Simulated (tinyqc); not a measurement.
Comparisons within one model: dielectric confinement in a thin film (image charges). A value that a table varies takes the place of the one given here.

A film |z| < t/2 of dielectric constant eps between half-spaces of dielectric constant e2; lam = (eps - e2)/(eps + e2), q = e^2/(4 pi eps0). The self-energy of a band edge is taken with the high-frequency value, e2 = eh, and the field of a fixed ion with the static one, e2 = eo. A charge at z has images lam^|n| at n t + (-1)^n z. Its self-energy is S(z) = (q/2 eps) sum over n >= 1 of lam^n [1/(n t - 2z) + 1/(n t + 2z)] for odd n and 2 lam^n/(n t) for even n; at the centre S(0) = -(q/(eps t)) ln(1 - lam).

Donor at the centre, lam from the static eo, trial function cos(pi z/t) exp(-rho/l): E(l) = c/(m l^2) - (q/eps) times the integral over k of F(k t) (1 + (k l/2)^2)^(-3/2), with F(x) = F0 + 2 lam exp(-x) G/(1 - lam exp(-x)), F0 = 2[(1 - exp(-x/2))/x + x (1 + exp(-x/2))/(x^2 + 4 pi^2)], G = 2 sinh(x/2)[1/x - x/(x^2 + 4 pi^2)]; c = hbar^2/2m0. The binding energy is -E at the minimum, counted from the subband edge with its self-energy.

Constants: e^2/(4 pi eps0) = 14.39964547 eV angstrom; hbar^2/2m0 = 3.80998211 eV angstrom^2; Ry = 13.60569312 eV.

Values chosen for the exercise (near those of a Si (100) film, two-fold valleys, in vacuum; the results hold for these values, not for the real material):
```
symbol  value                          unit      meaning
eps     11.9                                     dielectric constant of the film
eh      1                                        high-frequency dielectric constant outside
eo      1                                        static dielectric constant outside
m       0.188                          m0        mass in the plane
mz      0.941                          m0        mass across the film
ts      (10, 15, 22, 32, 48, 70, 100)  angstrom  thicknesses
t       74                             angstrom  film thickness
```

## Thinning the film

<S> is the mean over (2/t) cos^2(pi z/t); confinement c (pi/t)^2/mz; donor binding with and without images.

Results:
```
t (angstrom)  <S> (meV)  confinement (meV)  binding, no images (meV)  binding (meV)  l (angstrom)
10                248.4              399.6                      56.8          398.9          13.5
15                165.6              177.6                      52.2          297.0          16.0
22                112.9               82.6                      47.4          223.7          18.8
32                 77.6               39.0                      42.4          169.0          22.1
48                 51.7               17.3                      36.7          124.3          26.1
70                 35.5                8.2                      31.5           93.1          30.6
100                24.8                4.0                      26.9           70.8          35.5
```

Between 100 and 10 angstrom the binding goes from 70.8 to 398.9 meV; quantum confinement alone would take it from 26.9 to 56.8, so the images supply +43.9 and +342.1 meV. |<S>| goes as 1/t and exceeds the confinement energy beyond 16 angstrom. Hard-wall energies above 300 meV (up to t = 10 angstrom) overstate the confinement: walls are finite and valleys non-parabolic.

## Choice of the surrounding dielectric

The same film between different dielectrics; in this table one value e2 serves for both eo and eh.

Results:
```
case         lam  <S> (meV)  binding (meV)  l (angstrom)
e2 = 1     0.845       33.6           89.3          31.3
e2 = 2.5   0.653       19.7           63.5          31.9
e2 = 3.9   0.506       13.4           52.5          32.4
e2 = 7.5   0.227        5.0           38.6          33.3
e2 = 16   -0.147       -2.8           26.7          34.6
e2 = 25   -0.355       -6.2           21.8          35.4
e2 = 80   -0.741      -11.8           14.6          37.0
```

The binding spans a factor 6.1, from 89 meV in vacuum to 14.6 meV for e2 = 80; going from 3.9 to 25 changes it by -30.6 meV and the band edge by -19.6 meV, so the binding responds 1.56 times as much as the edge (for an orbit much smaller than t the binding would change by twice the change of S(0), -33.0 meV; here l/t = 0.44 for e2 = 3.9).

## What each parameter does

<S> is the mean over (2/t) cos^2(pi z/t). Each row changes one parameter from the base and keeps the others.

Results:
```
case             lam from eh  <S> (meV)  binding (meV)  l (angstrom)
base                   0.845       33.6           89.3          31.3
t = 68 angstrom        0.845       36.5           95.2          30.2
eps = 10.7             0.829       35.5           98.2          29.4
eo = 1.4               0.845       33.6           79.4          31.5
eh = 1.3               0.803       29.5           89.3          31.3
m = 0.226 m0           0.845       33.6           93.1          28.1
```

The largest shifts from the base row, up to three for each result and ties (the steps differ in size, so this ranks the rows, not the parameters). lam from eh: eh -0.042, eps -0.016; unchanged at the printed digits by t, eo and m. <S> (meV): eh -4.1, t +3.0, eps +1.9; unchanged at the printed digits by eo and m. binding (meV): eo -9.8, eps +9.0, t +6.0; unchanged at the printed digits by eh. l (angstrom): m -3.2, eps -1.8, t -1.1; unchanged at the printed digits by eh.

Program tinyqc; command `OMP_NUM_THREADS=1 python tinyqc.py 1251351 1251352 out.jsonl`; about 0.06 s on one thread of a shared Intel(R) Xeon(R) Processor @ 2.30GHz.
